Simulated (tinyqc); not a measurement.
Surface photovoltage measurement of the minority-carrier diffusion length in a wafer: one step, computed by the program tinyqc. Command: `OMP_NUM_THREADS=1 python tinyqc.py 3130390 3130391 out.jsonl spv walk`. One thread of a shared host (Intel(R) Xeon(R) Processor @ 2.30GHz), about 0.01 s of CPU time with the checks.

Low injection, steady light, a depletion layer much thinner than 1/alpha and L. The excess density dn is taken at the front edge of the neutral region; light that reaches the back is lost.

Question. The linear plot. alpha = (84.732/lambda - 76.417)^2 per cm with lambda in micrometre (an empirical fit for silicon between 0.7 and 1.05 micrometre). Thick wafer: dn = Phi L/((S_f + D/L)(L + 1/alpha)). Finite wafer, with s = S_b L/D, w = W/L, a = alpha L: dn = [Phi a/(a^2 - 1)] [a - B - exp(-alpha W)(a - s)/(cosh w + s sinh w)]/(S_f + B D/L), B = (sinh w + s cosh w)/(cosh w + s sinh w). Readings y = (Phi/dn) (1 + noise x g) at 780, 830, 880, 920, 950, 975 and 995 nm; a least-squares line y = c (1/alpha + L_app) gives L_app = intercept/slope.

Inputs (values chosen for the exercise, modelled on p-type silicon at room temperature):

| quantity | value | unit |
|---|---|---|
| diffusion length L | 460 | micrometre |
| wafer thickness W | 775 | micrometre |
| diffusivity D | 27.9 | cm^2/s |
| front recombination velocity S_f | 100 | cm/s |
| back recombination velocity S_b | 9900 | cm/s |
| photon flux entering | 1.7e+11 | 1/(cm^2 s) |
| relative noise of each reading | 0.2 | % |

normal deviates g for the noise: -0.28  -0.23  0.80  -1.27  -0.54  0.74  -0.76

Give: the table «Readings» with the columns 1/alpha (micrometre), y (cm/s), line (cm/s), for lambda (nm) = 780, 830, 880, 920, 950, 975, 995; slope; apparent length L_app; error of L_app (rounded to 0.001).

Answer.

Readings:

| lambda (nm) | 1/alpha (micrometre) | y (cm/s) | line (cm/s) |
|---|---|---|---|
| 780 | 9.6 | 760.8 | 759.9 |
| 830 | 15.2 | 770.5 | 769.9 |
| 880 | 25.3 | 789.7 | 788.2 |
| 920 | 40.7 | 813.3 | 815.8 |
| 950 | 61.3 | 851.1 | 853.0 |
| 975 | 90.9 | 907.1 | 906.4 |
| 995 | 130.9 | 979.2 | 978.4 |

slope = 1.802 cm/(s micrometre)

apparent length L_app = 412.1 micrometre

error of L_app (rounded to 0.001) = -10.413 %

Without noise the error would be -10.6 %, from the finite thickness at W/L = 1.7. S_f scales all readings alike and leaves L_app unchanged.
